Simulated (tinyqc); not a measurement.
Inside a calculation: hole subbands of a hard-walled well, four-band Luttinger model. Values are carried at full precision from step to step, so a last printed digit may differ when a step is redone from the rounded ones.

Constants: hbar^2/2m0 = 3.80998211 eV angstrom^2.

Values chosen for the exercise (near those of GaSb; shifted at random, so the results belong to these values and not to a real crystal): g1 = 13.53 (Luttinger gamma1); g2 = 4.77 (gamma2); L = 90 angstrom (well width along [001]); Zs = 0 eV (shear strain energy); g3 = 6.03 (gamma3); k = 0.0277 1/angstrom (wave vector in the plane); N = 2 (sines for each component); kmax = 0.084 1/angstrom (end of the path).

## Levels at k = 0

R and S vanish: HHn = c (g1 - 2 g2)(n pi/L)^2 - Zs and LHn = c (g1 + 2 g2)(n pi/L)^2 + Zs, c = hbar^2/2m0, hole energies counted downwards. Sort HH1 to HH4 and LH1, LH2.

Levels:

| subband | E (eV) |
|---|---|
| HH1 | 0.0185 |
| HH2 | 0.0741 |
| LH1 | 0.1071 |
| HH3 | 0.1667 |
| HH4 | 0.2964 |
| LH2 | 0.4284 |

The top subband is HH1, 55.6 meV from HH2. In so narrow a gap the light holes are also strongly non-parabolic.

## The matrix at one k

Hole energies are counted downwards from the unstrained band edge, c = hbar^2/2m0. After the usual block transformation one block is H = [[P + Q - Zs, R - i S], [R + i S, P - Q + Zs]] in (heavy, light), with P +/- Q = c [(g1 +/- g2) k^2 + (g1 -/+ 2 g2) kz^2], R = sqrt(3) c gR k^2, S = 2 sqrt(3) c g3 k kz, kz = -i d/dz; axial approximation gR = (g2 + g3)/2. Zs = b (e_par - e_perp) is the shear part of the strain (the hydrostatic part shifts all levels alike and is left out). Basis sqrt(2/L) sin(n pi z/L), n = 1 to N, for each component: kz^2 gives (n pi/L)^2 and the heavy-light block is R delta_nm - 2 sqrt(3) c g3 k D_nm with D_nm = 4 n m/(L (n^2 - m^2)) for n + m odd, 0 otherwise. The other block has the same levels. The split-off band is left out.

Fill in the 2N x 2N matrix, in meV.

H(k) (meV):
```
       h1      h2      l1      l2
h1  72.02       0   27.34   65.32
h2      0  127.59  -65.32   27.34
l1  27.34  -65.32  132.71       0
l2  65.32   27.34       0  454.00
```

## Levels and mixing

Diagonalise; give the four lowest hole energies and the weight of the heavy component (the first half of the basis) in each.

levels (meV): 45.06  75.82  198.43  467.01

heavy weight: 0.721  0.779  0.468  0.033

The most mixed of the four is number 3, with 47 % heavy character. Against 60 sines these levels lie 4.0, 9.0, 39.9 and 286.2 meV too high: the small basis is not converged.

## Dispersion in the plane

N = 20, nine points from 0 to kmax.

Hole energies (meV):

| k (1/angstrom) | E1 | E2 | E3 | E4 | heavy weight of 1 | heavy weight of 2 |
|---|---|---|---|---|---|---|
| 0.0000 | 18.52 | 74.09 | 107.10 | 166.71 | 1.000 | 1.000 |
| 0.0105 | 24.39 | 65.78 | 123.80 | 164.21 | 0.994 | 0.767 |
| 0.0210 | 37.41 | 59.92 | 156.73 | 159.55 | 0.891 | 0.711 |
| 0.0315 | 41.18 | 73.48 | 159.81 | 194.40 | 0.623 | 0.856 |
| 0.0420 | 42.00 | 88.93 | 171.46 | 227.76 | 0.525 | 0.797 |
| 0.0525 | 46.32 | 95.63 | 185.33 | 258.39 | 0.474 | 0.706 |
| 0.0630 | 54.57 | 99.41 | 190.75 | 287.66 | 0.440 | 0.639 |
| 0.0735 | 66.55 | 104.59 | 192.06 | 304.80 | 0.414 | 0.590 |
| 0.0840 | 81.99 | 112.73 | 193.71 | 310.92 | 0.394 | 0.552 |

At small k the hole energy falls in subbands 2 and 4: an electron-like mass, caused by repulsion from a deeper subband. E2 - E1 is smallest, 22.5 meV, at k = 0.0210 of the points listed. The top subband goes from 1.00 to 0.39 in heavy weight.

## Mass of HH1 in the plane

Second order in k: 1/m = g1 + g2 - sum_n 12 c g3^2 D_1n^2/(LHn - HH1) over even n up to 60, with D_1n = 4n/(L (n^2 - 1)) in size, LHn - HH1 = c [(g1 + 2 g2) n^2 - (g1 - 2 g2)](pi/L)^2 + 2 Zs, c = hbar^2/2m0.

LHn - HH1 for n = 2, 4, 6 (meV): 409.9  1695.1  3837.0
terms for n = 2, 4, 6: 3.5608  0.1378  0.0252
sum of all terms = 3.7383
mass without mixing, 1/(g1 + g2) = 0.0546 m0
1/m with mixing = 14.5617 1/m0

Mixing with the light holes takes m from 0.055 to 0.069 m0.

## Checks

- 1/m of HH1 from the full matrix (N = 60) at small k against second order: both 14.562.
- The 2 x 2 block with gR = g2 (k along [100]) for a plane wave (k, 0, pi/L) against the bulk heavy-hole formula, eV: both 0.01619.
- Lowest level at the given k on a real-space grid of 240 points against 60 sines, eV: both 0.0410.

Run: tinyqc, `OMP_NUM_THREADS=1 python tinyqc.py 1252164 1252165 out.jsonl`; Intel(R) Xeon(R) Processor @ 2.30GHz, one thread, shared host; about 2 s of CPU time with all checks.
